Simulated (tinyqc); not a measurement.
Dopants and charged point defects at anneal temperature: Fermi-level effect, clustering and pairing. From one set of inputs to another, one input at a time. Computed by tinyqc, a small Python program. Command: `OMP_NUM_THREADS=1 python tinyqc.py 3020172 3020173 out.jsonl pairing ladder`. One thread of a shared host (Intel(R) Xeon(R) Processor @ 2.30GHz), about 0.05 s of CPU time with the checks.

Boltzmann statistics and full ionisation of active dopants. Energies are counted from the valence band; the defect (a vacancy or self-interstitial) has five charge states, with all degeneracy factors one.

The inputs printed are set A. Inputs not listed in the table keep their values of set A, so the rows need not describe a real material.

Inputs (values chosen for the exercise, with bands modelled on GaAs):
```
quantity                                         value   unit
gap at 0 K E_g0                                    1.5     eV
Varshni alpha                                 0.000561   eV/K
Varshni beta                                       206      K
electron mass m_e                               0.0672    m_0
valleys M_c                                          1      -
hole mass m_h                                    0.517    m_0
anneal temperature T                               970      K
total dopant density N                         5.3e+18  cm^-3
formation enthalpy of the neutral defect H_f      3.08     eV
formation entropy S_f                              9.6    k_B
site density N_s                               2.6e+22  cm^-3
dopant atoms per cluster k                           3      -
cluster binding energy E_b                        1.44     eV
```

Dopant: donor. Second part: clustering of the dopant.

defect levels as fractions of E_g(T): (2+/+), (+/0), (0/-), (-/2-): 0.19  0.1  0.64  0.89

Constants: m_0 = 9.1093837015e-31 kg; k_B = 1.380649e-23 J/K; h = 6.62607015e-34 J s; k_B = 8.617333262e-05 eV/K.

Method:
- E_g = E_g0 - alpha T^2/(T + beta).
- N_c = 2 M_c (2 pi m_e k_B T/h^2)^(3/2) and N_v = 2 (2 pi m_h k_B T/h^2)^(3/2), masses in units of m_0.
- n_i = sqrt(N_c N_v) exp(-E_g/2 k_B T); E_i = E_g/2 + (k_B T/2) ln(N_v/N_c).
- n = A/2 + sqrt(A^2/4 + n_i^2) for an active density A.
- k ionised dopants and k carriers form one neutral cluster: C = N_s (A/N_s)^k (n/N_b)^k exp(E_b/k_B T), N_b the effective density of states of the majority band, and N = A + k C (60 bisections in ln A between ln N - 90 and ln N).
- chi = n/n_i (for acceptors n_i/p); E_F = E_i + k_B T ln chi; field enhancement h = 1 + A/sqrt(A^2 + 4 n_i^2).
- C_0 = N_s exp(S_f/k_B) exp(-H_f/k_B T). Ratios to the neutral state at E_F = E_i: r_+ = exp((E(+/0) - E_i)/k_B T), r_2+ = r_+ exp((E(2+/+) - E_i)/k_B T), r_- = exp((E_i - E(0/-))/k_B T), r_2- = r_- exp((E_i - E(-/2-))/k_B T); at other E_F state q scales as chi^(-q). The enhancement is sum r_q chi^(-q)/sum r_q. The charge on the defects is left out of neutrality.

Each row keeps all changes above it:
```
input moved                                           from       to  active density A (cm^-3)  enhancement over intrinsic  all defects, doped (cm^-3)
set A                                                    -        -                 2.624e+18                       268.7                   1.869e+13
cluster binding energy E_b (eV)                       1.44     1.65                 1.805e+18                       138.7                   9.645e+12
formation enthalpy of the neutral defect H_f (eV)     3.08     3.37                 1.805e+18                       138.7                   3.003e+11
total dopant density N (cm^-3)                     5.3e+18  1.1e+18                 9.992e+17                        51.8                   1.122e+11
gap at 0 K E_g0 (eV)                                   1.5     1.41                 9.991e+17                        30.5                   7.149e+10
```

Which inputs carry the difference?

Active density A goes from 2.62e18 to 9.99e17, a factor 0.381 in all. The largest single move comes from total dopant density N (a factor 0.554). Enhancement over intrinsic goes from 269 to 30.5, a factor 0.113 in all. The largest single move comes from total dopant density N (a factor 0.374). all defects, doped goes from 1.87e13 to 7.15e10, a factor 0.00383 in all. The largest single move comes from formation enthalpy of the neutral defect H_f (a factor 0.0311). The single moves hold for this order of the switches; the total does not depend on the order.

Caution (rows set A): the carrier density exceeds the effective density of states, where Boltzmann statistics understate the shift of E_F and so the density of charged defects (gap narrowing, also left out, works the other way).

Extremes, crossings and ranges named in words are read from the listed rows.
